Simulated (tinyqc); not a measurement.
# Dead time and true rate from two light levels

Problem. A non-paralysable detector measures m = n/(1 + n td); dark counts are negligible. Find td and the true rate at the lower flux.

measured rates at a photon flux and at four times that flux (1/s): 4.4961240e6  1.0740741e7

Answer. 1/m = 1/n + td, so the difference of the inverse rates is 3/(4 n).

td = 50.00 ns
n = 5.800e6 1/s

Numbers from tinyqc (`OMP_NUM_THREADS=1 python tinyqc.py 2630021 2630022 out.jsonl`; about 0.01 s on one thread of a shared Intel Xeon 2.30GHz).
